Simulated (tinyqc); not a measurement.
Five-frequency model of solute diffusion by vacancies in an fcc metal: one step, computed by the program tinyqc. Command: `OMP_NUM_THREADS=1 python tinyqc.py 3009202 3009203 out.jsonl fivefreq walk`. One thread of a shared host (Intel(R) Xeon(R) Processor @ 2.30GHz), about 0.05 s of CPU time with the checks.

A vacancy next to the solute exchanges with it (w2), jumps to one of 4 sites that also neighbour the solute (w1) or to one of 7 that do not (w3); w4 is the reverse of w3 and w0 the host jump.

Question. Diffusivities. c_v = exp(S_f - E_f/(k_B T)); host D0 = a^2 c_v w0 x 0.7815; solute D2 = a^2 c_v exp(E_b/(k_B T)) w2 f2; 1 angstrom^2 = 1e-16 cm^2.

Inputs (values chosen for the exercise, for a model solute in a host close to aluminium):
```
quantity,value,unit
binding energy E_b (positive for attraction),0.21,eV
vacancy formation energy E_f,0.648,eV
formation entropy S_f,1.2,k_B
lattice constant a,4.05,angstrom
temperature T,498,K
```

rates (1/s): w0 1.334940e+07, w1 2.892721e+08, w2 476756.3, w3 405001.1, w4 5.403360e+07

correlation factor f2 = 0.9983587

Constants: k_B = 8.617333262e-05 eV/K.

Give: vacancy fraction c_v; host diffusivity D0; solute diffusivity D2; ratio D2/D0.

Answer.

vacancy fraction c_v = 9.191e-07

host diffusivity D0 = 1.573e-14 cm^2/s

solute diffusivity D2 = 9.573e-14 cm^2/s

ratio D2/D0 = 6.087

The ratio splits into binding 133, exchange rate 0.0357 and correlation 1.28.
